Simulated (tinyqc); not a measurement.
Changing the background doping C_B: two-step dopant diffusion (predeposition and drive-in) with a constant diffusivity. Computed by tinyqc, a small Python program. Command: `OMP_NUM_THREADS=1 python tinyqc.py 3017272 3017273 out.jsonl dopdiff sweep`. One thread of a shared host (Intel(R) Xeon(R) Processor @ 2.30GHz), about 0.03 s of CPU time with the checks.

Fick diffusion into a half space x > 0 whose background doping C_B is of the opposite type, so that a junction lies where C = C_B.

Inputs (values chosen for the exercise, modelled on antimony in silicon):

| quantity | value | unit |
|---|---|---|
| prefactor D0 | 4.05 | cm^2/s |
| activation energy E | 3.86 | eV |
| surface concentration C_s | 3.7e+19 | 1/cm^3 |
| predeposition temperature T1 | 925 | C |
| predeposition time t1 | 45 | min |
| drive-in temperature T2 | 1200 | C |
| drive-in time t2 | 60 | min |
| mean mobility in the layer mu | 170 | cm^2/(V s) |

Furnace ramps of the drive-in: none.

Constants: k_B = 8.617333262e-05 eV/K; e = 1.602176634e-19 C.

Method:
- D = D0 exp(-E/(k_B T)).
- Temperatures in kelvin are T(C) + 273.15.
- Times in seconds are 60 times the minutes.
- (Dt)2 = D2 t2, t2 in seconds.
- C = C_s erfc(x/(2 sqrt(D1 t1))); dose Q = 2 C_s sqrt(D1 t1/pi); the junction solves erfc(z) = C_B/C_s with x_j = 2 z sqrt(D1 t1).
- With a sealed surface and a thin source, C = Q/sqrt(pi (Dt)2) exp(-x^2/(4 (Dt)2)); x_j = 2 sqrt((Dt)2 ln(C(0)/C_B)); gradient at the junction |dC/dx| = C_B x_j/(2 (Dt)2).
- Net dose Q_net = Q erf(x_j/(2 sqrt((Dt)2))) - C_B x_j; R_s = 1/(e mu Q_net), with every dopant ionised and one mobility.

One run for each value:

| background doping C_B (1/cm^3) | junction depth x_j (um) | gradient at the junction (1/cm^4) | sheet resistance R_s (Gaussian) (ohm/square) | junction depth after predeposition (um) |
|---|---|---|---|---|
| 1.00e+14 | 1.7819 | 9.8060e+18 | 1104.5 | 0.052862 |
| 3.10e+14 | 1.6625 | 2.8362e+19 | 1105.7 | 0.050193 |
| 9.90e+14 | 1.5303 | 8.3374e+19 | 1109.3 | 0.047311 |
| 3.10e+15 | 1.3882 | 2.3682e+20 | 1119.7 | 0.044312 |
| 9.70e+15 | 1.2298 | 6.5649e+20 | 1149.6 | 0.041121 |
| 3.00e+16 | 1.0498 | 1.7332e+21 | 1238.2 | 0.037730 |
| 9.60e+16 | 0.8243 | 4.3546e+21 | 1557.2 | 0.033934 |

What does the table show, and why?

Over the rows, junction depth x_j (um) falls from 1.78 to 0.824 (exponent d ln y / d ln x -0.061 between the first rows and -0.21 between the last); gradient at the junction (1/cm^4) rises from 9.81e18 to 4.35e21 (exponent d ln y / d ln x 0.94 between the first rows and 0.79 between the last); sheet resistance R_s (Gaussian) (ohm/square) rises from 1100 to 1560 (exponent d ln y / d ln x 9.6e-4 between the first rows and 0.20 between the last). The background enters x_j only through a logarithm under a root. Left out: 3.00e17 (the drive-in dilutes the layer to the background).

Caution (all rows): C_s exceeds the intrinsic carrier density of silicon at the predeposition temperature (2e18 to 1e19 per cm^3), where real diffusivities rise with concentration and profiles turn box-like.
